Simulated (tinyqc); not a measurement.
Scattering rates of a carrier in a spherical band by Fermi's golden rule. Changing the ionised impurity density N_I. Computed by tinyqc, a small Python program. Command: `OMP_NUM_THREADS=1 python tinyqc.py 3012957 3012958 out.jsonl scatter sweep`. One thread of a shared host (Intel(R) Xeon(R) Processor @ 2.30GHz), about 0.01 s of CPU time with the checks.

All processes here are isotropic or elastic, and the rate listed is the momentum relaxation rate.

Inputs (values chosen for the exercise, modelled on holes in silicon):
```
quantity                                          value       unit
density-of-states mass of one valley m            0.496        m_0
static permittivity eps_s                          11.7          -
density rho                                        2329     kg/m^3
sound velocity v_l                                 9130        m/s
acoustic deformation potential D_A                  5.7         eV
phonon energy hbar w                                 61        meV
optical or intervalley deformation potential D_o    8.3  1e8 eV/cm
final valleys Z_f                                     1          -
temperature T                                       100          K
carrier energy E                                     69        meV
alloy fraction x                                   0.17          -
alloy potential U                                   1.3         eV
lattice constant a                                 5.45   angstrom
```

Crystal: non-polar. Band: parabolic. Impurity formula: Conwell-Weisskopf. Further scattering: alloy.

Constants: eps_0 = 8.8541878128e-12 F/m; e = 1.602176634e-19 C; m_0 = 9.1093837015e-31 kg; hbar = 1.054571817e-34 J s; k_B = 1.380649e-23 J/K; hbar = 6.582119569e-16 eV s; k_B = 8.617333262e-05 eV/K.

Method:
- Parabolic band: E = hbar^2 k^2/(2 m), speed v = hbar k/m, states per spin, volume and energy g(E) = m k/(2 pi^2 hbar^2). Masses are multiplied by m_0 and all formulas are in SI units.
- Singly charged impurities, momentum relaxation: 1/tau = N_I e^4 m (1 + 2 alpha E) Phi/(8 pi (eps_s eps_0)^2 hbar^3 k^3), with alpha = 0 for a parabolic band.
- Conwell-Weisskopf: Phi = ln(1 + y^2), y = 4 pi eps_s eps_0 E N_I^(-1/3)/e^2 (largest impact parameter N_I^(-1/3)/2).
- Phonon occupation N_q = 1/(exp(hbar w/(k_B T)) - 1).
- Acoustic deformation potential (elastic, equipartition, absorption and emission together): 1/tau = 2 pi k_B T D_A^2 g(E)/(hbar rho v_l^2).
- Optical or intervalley deformation potential: 1/tau = (pi Z_f D_o^2/(rho w)) [N_q g(E + hbar w) + (N_q + 1) g(E - hbar w)], with g = 0 below the band edge.
- Alloy disorder: 1/tau = (2 pi/hbar) Omega x (1 - x) U^2 g(E), Omega = a^3/4 (other conventions for Omega rescale U).
- Rates add: 1/tau_m is the sum, and the mean free path is v tau_m.

One run for each value; columns: (1) ionised impurity density N_I (1/cm^3); (2) ionised-impurity rate (1/s); (3) momentum relaxation time tau_m (fs); (4) mean free path (nm); (5) y:
```
(1)              (2)     (3)     (4)     (5)
1.00e+14  1.0600e+09  32.053  7.0905  120.79
4.20e+14  4.0077e+09  32.050  7.0898   74.86
1.80e+15  1.5246e+10  32.038  7.0872   46.09
7.50e+15  5.5643e+10  31.997  7.0781   28.64
3.20e+16  2.0326e+11  31.846  7.0448   17.66
1.30e+17  6.9215e+11  31.358  6.9368   11.07
5.60e+17  2.3870e+12  29.776  6.5867    6.80
2.40e+18  7.7464e+12  25.678  5.6803    4.19
1.00e+19  2.2668e+13  18.565  4.1067    2.60
```

Over the rows, ionised-impurity rate (1/s) rises from 1.06e9 to 2.27e13 (exponent d ln y / d ln x 0.93 between the first rows and 0.75 between the last); momentum relaxation time tau_m (fs) falls from 32.1 to 18.6; mean free path (nm) falls from 7.09 to 4.11. The impurity rate grows more slowly than N_I because Phi shrinks as the largest impact parameter does: the rate per impurity falls by a factor 4.68 over the table.

Caution (rows 1.00e19): hbar/tau is more than half the carrier energy, so the golden rule and a sharp energy lose their meaning.

Extremes, crossings and ranges named in words are read from the listed rows.
